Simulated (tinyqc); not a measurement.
Comparisons within one model: Kronig-Penney superlattice by transfer matrices. A value that a table varies takes the place of the one given here.

Wells (width a, potential 0, mass mw) alternate with barriers (width b, height V0, mass mb); period d = a + b; c = hbar^2/2m0. The vector (psi, psi'/m) is continuous, and a layer of thickness t carries it by M = [[cos kt, (m/k) sin kt], [-(k/m) sin kt, cos kt]] with k = sqrt(m (E - V)/c); for E < V, k = i kappa gives [[cosh, (m/kappa) sinh], [(kappa/m) sinh, cosh]] of kappa t. A Bloch state obeys cos(q d) = tr(Mb Mw)/2.

Constants: hbar^2/2m0 = 3.80998211 eV angstrom^2.

Inputs chosen for the exercise (near those of the light valleys of a Si film between layers of SiO2; not measured data): a = 15 angstrom (well width); V0 = 3.052 eV (barrier height); mw = 0.193 m0 (mass in the wells); mb = 0.499 m0 (mass in the barriers); bs = (3, 4.5, 6, 7.8, 9.6, 12, 15) angstrom (barrier widths); b = 6 angstrom (barrier width).

## Barrier width

First miniband against b. m_z = -2 c f'/d^2 with f = tr M/2 at the bottom of the band. E1 is the level of the single well, kappa1 its decay constant in the barrier.

First miniband:

| b (angstrom) | bottom (eV) | top (eV) | W (meV) | ln W | m_z (m0) |
|---|---|---|---|---|---|
| 3.0 | 0.3035 | 0.4490 | 145.5 | 4.981 | 0.410 |
| 4.5 | 0.3436 | 0.4033 | 59.72 | 4.090 | 0.750 |
| 6.0 | 0.3606 | 0.3852 | 24.55 | 3.201 | 1.48 |
| 7.8 | 0.3685 | 0.3770 | 8.449 | 2.134 | 3.54 |
| 9.6 | 0.3713 | 0.3742 | 2.909 | 1.068 | 8.72 |
| 12.0 | 0.3724 | 0.3731 | 0.7019 | -0.354 | 29.8 |
| 15.0 | 0.3727 | 0.3728 | 0.1187 | -2.131 | 143 |

E1 = 0.3727 eV
kappa1 = 0.5924 1/angstrom

W falls from 145.5 to 0.12 meV, and both edges close in on E1. The slope of ln W is -0.5939 per angstrom over the first two rows and -0.5924 over the last two, against -kappa1 = -0.5924: the width follows one power of the tunnelling amplitude once the wells couple weakly. m_z grows by a factor 348.1. Layers under about 10 angstrom are at the limit of envelope theory.

## From one barrier to a miniband

Transmission through N barriers separated by wells, between leads of the well material: T = 4/[(M11 + M22)^2 + (u M12 - M21/u)^2] with u = k/mw and M the product over all layers; twelve evenly spaced energies around the first miniband.

Transmission:

| E (eV) | tr M/2 of a period | N = 1 | N = 2 | N = 4 | N = 8 |
|---|---|---|---|---|---|
| 0.349565 | 1.968 | 0.00238 | 0.000154 | 8.46e-07 | 2.60e-11 |
| 0.354027 | 1.572 | 0.00241 | 0.000245 | 3.94e-06 | 1.09e-09 |
| 0.358490 | 1.182 | 0.00244 | 0.000438 | 3.39e-05 | 2.85e-07 |
| 0.362953 | 0.800 | 0.00248 | 0.000968 | 0.00307 | 0.00108 |
| 0.367416 | 0.425 | 0.00251 | 0.00347 | 0.00213 | 0.0157 |
| 0.371878 | 0.056 | 0.00254 | 0.167 | 0.0484 | 0.0132 |
| 0.376341 | -0.305 | 0.00257 | 0.00686 | 0.00260 | 0.00620 |
| 0.380804 | -0.660 | 0.00260 | 0.00149 | 0.0223 | 0.00607 |
| 0.385267 | -1.009 | 0.00263 | 0.000648 | 0.000151 | 2.91e-05 |
| 0.389729 | -1.350 | 0.00266 | 0.000366 | 1.31e-05 | 1.93e-08 |
| 0.394192 | -1.685 | 0.00270 | 0.000238 | 2.71e-06 | 3.70e-10 |
| 0.398655 | -2.014 | 0.00273 | 0.000168 | 8.32e-07 | 2.07e-11 |

5 of the energies lie in the miniband (|tr M/2| <= 1); there T for N = 8 runs between 0.00108 and 0.0157. In the gaps it falls with N: at E = 0.3987 eV from 8.32e-07 (N = 4) to 2.07e-11 (N = 8), a slope of ln T of -2.65 a period, against -2 arccosh|tr M/2| = -2.65.

## What each parameter does

Bottom and width of the first miniband, the gap above it, and m_z = -2 c f'/d^2 with f = tr M/2. Each row changes one parameter from the base and keeps the others.

Results:

| case | bottom (eV) | width (meV) | gap (meV) | m_z (m0) |
|---|---|---|---|---|
| base | 0.3606 | 24.5 | 1123.5 | 1.4810 |
| a = 13 angstrom | 0.4338 | 32.9 | 1354.5 | 1.3585 |
| b = 7 angstrom | 0.3660 | 13.6 | 1149.9 | 2.3899 |
| V0 = 3.51 eV | 0.3805 | 18.8 | 1187.2 | 1.9071 |
| mw = 0.2123 m0 | 0.3477 | 22.5 | 1062.7 | 1.6153 |
| mb = 0.5738 m0 | 0.3486 | 18.6 | 1122.4 | 1.9358 |

The largest shifts from the base row, up to three for each result and ties (the steps differ in size, so this ranks the rows, not the parameters). bottom (eV): a +0.0732, V0 +0.0199, mw -0.0129. width (meV): b -11.0, a +8.4, mb -6.0. gap (meV): a +231.0, V0 +63.7, mw -60.8. m_z (m0): b +0.9089, mb +0.4548, V0 +0.4260.

Computed by tinyqc, a small Python program: `OMP_NUM_THREADS=1 python tinyqc.py 1281799 1281800 out.jsonl` (the numbers bound the seed that draws the inputs); one thread of a shared host (Intel(R) Xeon(R) Processor @ 2.30GHz), about 0.05 s for the whole set of steps.
